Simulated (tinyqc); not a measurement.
Bulk transistor, scale length and short-channel effects: one step of the calculation.

A gate, an insulator of thickness ti and a depleted layer of depth ts on a conducting body. Below threshold the potential that source and drain add obeys Laplace's equation and vanishes on the gate and at the bottom of the depleted layer. Its lowest mode decays along the channel as exp(-k y); k is the smallest positive root of the matching condition at the interface, and the scale length is Lambda = pi/k.

Problem. Threshold shift, barrier position and swing. Along the channel psi(y) = s + a exp(y/l) + b exp(-y/l) with psi(0) = Vbi, psi(L) = Vbi + Vds and l = 1/k = Lambda/pi; with A = Vbi - s, B = A + Vds, x = exp(-L/l): a = (B - A x) x/(1 - x^2), b = (A - B x)/(1 - x^2). The minimum is s + 2 sqrt(a b), at y = (l/2) ln(b/a). The long-channel potential follows the gate as s = sT + (Vg - VTL)/m, and the threshold VT is the gate voltage at which the minimum equals sT. Swing = m Vt ln 10/g at threshold, g = d(minimum)/ds = 1 - (b x + a)/((1 + x) sqrt(a b)).

Parameters, values chosen for the exercise; permittivities: semiconductor made up, insulator close to that of hafnium oxide: temperature T = 273 K; channel length L = 44 nm; potential of the source Vbi = 0.9 V; potential of the barrier top at threshold sT = 0.58 V; long-channel threshold VTL = 0.38 V; long-channel body factor m = 1.18; drain voltage Vds = 0.8 V.

Constants: q = 1.602176634e-19 C, kB = 1.380649e-23 J/K, Vt = kB T/q. Results are converted to the units shown.

l = 5.6600233 nm

Give: s at threshold; a; b; position of the minimum; VT; swing.

Solution.

s at threshold = 0.55420 V
a = 4.8187e-4 V
b = 0.34532 V
position of the minimum = 18.606 nm
VT = 0.34956 V
swing = 67.184 mV/decade

The threshold lies 30.4 mV below the long-channel value, and the barrier top sits at 0.42 L from the source.

Program tinyqc, `OMP_NUM_THREADS=1 python tinyqc.py 2420059 2420060 out.jsonl`; Intel Xeon 2.30GHz, shared host, one thread, about 0.01 s.
